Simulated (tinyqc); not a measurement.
# Trap density from two Hall measurements

Inverse problem. p-type body, charge-sheet picture, full ionisation (an idealisation for deep acceptors), Boltzmann statistics for free electrons. e = Ec - EF at the surface. psi = Eg - Vt ln(Nv/Na) - e; N_dep = sqrt(2 eps0 eps_r Na (psi - Vt)/q); n_f = sqrt(N_dep^2 + 2 eps0 eps_r Vt Nc exp(-e/Vt)/q) - N_dep; Vg = Vfb + psi + q (N_dep + n_t + n_f)/Cox, Cox = eps0 eox/tox. Find e and n_t at both points and the mean trap density between them.

Values chosen for this exercise; band and dielectric values close to those of 4H silicon carbide:
```
symbol    value   unit                                   meaning
T           475      K                               temperature
Eg         3.23     eV                                  band gap
eps_r      9.53                            relative permittivity
Nc      3.43e19  cm^-3    conduction-band density of states at T
Nv      4.92e19  cm^-3       valence-band density of states at T
eox         3.9           relative permittivity of the insulator
tox          75     nm                       insulator thickness
Na       2.5e16  cm^-3                          acceptor density
Vfb       -2.29      V  flat-band voltage without trapped charge
```

Constants: q = 1.602176634e-19 C, kB = 1.380649e-23 J/K, Vt = kB T/q, eps0 = 8.8541878128e-14 F/cm where lengths are in cm. Results are converted to the units shown.

Vg (V): 5.9192679  7.5918028
free sheet density from the Hall effect (cm^-2): 2.4568030e9  1.2093833e10

Answer. Each n_f fixes e; what the gate voltage holds beyond psi, N_dep and n_f is trapped; the difference quotient is the density, smeared over a few Vt.

e (eV): 0.3360  0.2700
n_t (cm^-2): 7.960e11  1.237e12
mean trap density = 6.689e12 cm^-2 eV^-1

Program tinyqc, `OMP_NUM_THREADS=1 python tinyqc.py 2222153 2222154 out.jsonl`; Intel Xeon 2.30GHz, shared host, one thread, about 0.02 s.
